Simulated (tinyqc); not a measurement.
Kronig-Penney superlattice by transfer matrices: sweeps and comparisons. A value that a table varies takes the place of the one given here.

Wells (width a, potential 0, mass mw) alternate with barriers (width b, height V0, mass mb); period d = a + b; c = hbar^2/2m0. The vector (psi, psi'/m) is continuous, and a layer of thickness t carries it by M = [[cos kt, (m/k) sin kt], [-(k/m) sin kt, cos kt]] with k = sqrt(m (E - V)/c); for E < V, k = i kappa gives [[cosh, (m/kappa) sinh], [(kappa/m) sinh, cosh]] of kappa t. A Bloch state obeys cos(q d) = tr(Mb Mw)/2.

Constants: hbar^2/2m0 = 3.80998211 eV angstrom^2.

Values chosen for the exercise (near those of an InGaAs superlattice with barriers of InP; not measured data): a = 82 angstrom (well width); V0 = 0.25 eV (barrier height); mw = 0.0408 m0 (mass in the wells); mb = 0.0829 m0 (mass in the barriers); bs = (18, 27, 36, 46.8, 57.6, 72, 90) angstrom (barrier widths); b = 36 angstrom (barrier width).

## Barrier width

First miniband against b. m_z = -2 c f'/d^2 with f = tr M/2 at the bottom of the band. E1 is the level of the single well, kappa1 its decay constant in the barrier.

First miniband:

| b (angstrom) | bottom (eV) | top (eV) | W (meV) | ln W | m_z (m0) |
|---|---|---|---|---|---|
| 18.0 | 0.0334 | 0.0721 | 38.62 | 3.654 | 0.0595 |
| 27.0 | 0.0406 | 0.0616 | 21.01 | 3.045 | 0.0795 |
| 36.0 | 0.0448 | 0.0563 | 11.53 | 2.445 | 0.112 |
| 46.8 | 0.0475 | 0.0531 | 5.636 | 1.729 | 0.179 |
| 57.6 | 0.0488 | 0.0516 | 2.762 | 1.016 | 0.298 |
| 72.0 | 0.0497 | 0.0507 | 1.068 | 0.066 | 0.615 |
| 90.0 | 0.0500 | 0.0503 | 0.3259 | -1.121 | 1.59 |

E1 = 0.0502 eV
kappa1 = 0.0659 1/angstrom

What does this show, and why?

W falls from 38.6 to 0.33 meV, and both edges close in on E1. The slope of ln W is -0.0676 per angstrom over the first two rows and -0.0659 over the last two, against -kappa1 = -0.0659: the width follows one power of the tunnelling amplitude once the wells couple weakly. m_z grows by a factor 26.8.

## From one barrier to a miniband

Transmission through N barriers separated by wells, between leads of the well material: T = 4/[(M11 + M22)^2 + (u M12 - M21/u)^2] with u = k/mw and M the product over all layers; twelve evenly spaced energies around the first miniband.

Transmission:

| E (eV) | tr M/2 of a period | N = 1 | N = 2 | N = 4 | N = 8 |
|---|---|---|---|---|---|
| 0.039565 | 2.143 | 0.0243 | 0.00135 | 5.06e-06 | 7.17e-11 |
| 0.041660 | 1.661 | 0.0255 | 0.00237 | 2.90e-05 | 4.57e-09 |
| 0.043756 | 1.207 | 0.0268 | 0.00470 | 0.000323 | 2.02e-06 |
| 0.045851 | 0.778 | 0.0280 | 0.0118 | 0.0627 | 0.0197 |
| 0.047947 | 0.375 | 0.0293 | 0.0510 | 0.0253 | 0.839 |
| 0.050043 | -0.005 | 0.0305 | 0.997 | 0.987 | 0.952 |
| 0.052138 | -0.361 | 0.0318 | 0.0592 | 0.0280 | 0.460 |
| 0.054234 | -0.695 | 0.0331 | 0.0174 | 0.799 | 0.499 |
| 0.056329 | -1.008 | 0.0343 | 0.00868 | 0.00206 | 0.000408 |
| 0.058425 | -1.299 | 0.0356 | 0.00544 | 0.000242 | 5.72e-07 |
| 0.060520 | -1.571 | 0.0368 | 0.00386 | 6.26e-05 | 1.74e-08 |
| 0.062616 | -1.823 | 0.0381 | 0.00297 | 2.34e-05 | 1.48e-09 |

What does this show?

5 of the energies lie in the miniband (|tr M/2| <= 1); there T for N = 8 runs between 0.0197 and 0.952. In the gaps it falls with N: at E = 0.0626 eV from 2.34e-05 (N = 4) to 1.48e-09 (N = 8), a slope of ln T of -2.42 a period, against -2 arccosh|tr M/2| = -2.42.

## What each parameter does

Bottom and width of the first miniband, the gap above it, and m_z = -2 c f'/d^2 with f = tr M/2. Each row changes one parameter from the base and keeps the others.

Results:

| case | bottom (eV) | width (meV) | gap (meV) | m_z (m0) |
|---|---|---|---|---|
| base | 0.0448 | 11.5 | 127.1 | 0.1121 |
| a = 74 angstrom | 0.0503 | 14.0 | 141.1 | 0.1078 |
| b = 41 angstrom | 0.0462 | 8.3 | 131.5 | 0.1383 |
| V0 = 0.212 eV | 0.0407 | 13.8 | 114.8 | 0.0974 |
| mw = 0.0449 m0 | 0.0436 | 10.7 | 120.7 | 0.1203 |
| mb = 0.0953 m0 | 0.0436 | 9.4 | 129.9 | 0.1340 |

How do the results move?

The largest shifts from the base row, up to three for each result and ties (the steps differ in size, so this ranks the rows, not the parameters). bottom (eV): a +0.0056, V0 -0.0041, b +0.0015. width (meV): b -3.3, a +2.4, V0 +2.2. gap (meV): a +14.0, V0 -12.4, mw -6.5. m_z (m0): b +0.0262, mb +0.0219, V0 -0.0146.

Program tinyqc; command `OMP_NUM_THREADS=1 python tinyqc.py 1251504 1251505 out.jsonl`; about 0.05 s on one thread of a shared Intel(R) Xeon(R) Processor @ 2.30GHz.
